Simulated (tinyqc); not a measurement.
The window in starting coverage: bottom-up copper filling of a trench by curvature-enhanced accelerator coverage. Computed by tinyqc, a small Python program. Command: `OMP_NUM_THREADS=1 python tinyqc.py 3018340 3018341 out.jsonl superfill walk`. One thread of a shared host (Intel(R) Xeon(R) Processor @ 2.30GHz), about 0.07 s of CPU time with the checks.

A rectangular trench keeps vertical walls and a flat floor. An accelerator floats on the surface; where area is lost in the corners it is passed on to the floor.

Inputs (values chosen for the exercise, close to those used for damascene copper plating): trench width w = 51 nm; aspect ratio h/w = 3.1; exchange current of the suppressed surface i_0 = 0.013 mA/cm^2; exchange current of the accelerated surface i_1 = 1.2 mA/cm^2; transfer coefficient alpha = 0.38; overpotential eta = 0.12 V; adsorption rate k_a = 0 1/s; cupric ion concentration C = 0.89 mol/l; diffusivity D = 5.8e-06 cm^2/s; boundary layer delta = 31 um; temperature T = 298 K.

Constants: e = 1.602176634e-19 C; N_A = 6.02214076e+23 1/mol; k_B = 8.617333262e-05 eV/K.

Method. Kinetic current i_k = [i_0 (1 - theta) + i_1 theta] exp(alpha eta/(k_B T)), limit i_L = 2 F D C/delta, i = 1/(1/i_k + 1/i_L); velocity v = i Omega/(2F), Omega = 7.11 cm^3/mol, F = e N_A. Depletion inside the trench is ignored. Half width x, floor height y, depth h = aspect ratio x w. dx/dt = -v_s, dy/dt = v_b. d theta_b/dt = k_a (1 - theta_b) + [theta_s v_b + theta_b v_s]/x: the floor takes the accelerator of the wall it covers and keeps its own as it narrows. d theta_s/dt = k_a (1 - theta_s). theta_b is capped at 1. Integrate (tolerance 1e-9) until the walls meet (x = 0.02 w/2) or the floor passes the original mouth y = h. Start: x = w/2, y = 0, theta_b = theta_s = theta_0. Height filled = y/h, opening left = x/(w/2).

Outcome:
```
theta_0  v(1)/v(theta_0)  height filled  opening left  time (s)
0.001             82.781         0.2488      0.020000    809.88
0.003             70.918         0.4510      0.020000    693.82
0.010             47.231         0.9682      0.020000    462.09
0.020             31.979         1.0000      0.040898    306.19
0.050             16.250         0.9655      0.020000    158.98
0.100              8.937         0.7383      0.020000     87.43
0.200              4.711         0.5147      0.020000     46.09
0.400              2.429         0.3319      0.020000     23.76
0.800              1.241         0.1940      0.020000     12.14
```

The fill succeeds for theta_0 by less than the digits shown, at 0.02 among these rows, with the widest margin at 0.02. Too little accelerator takes too long to concentrate. Too much speeds the walls as well and removes the contrast.
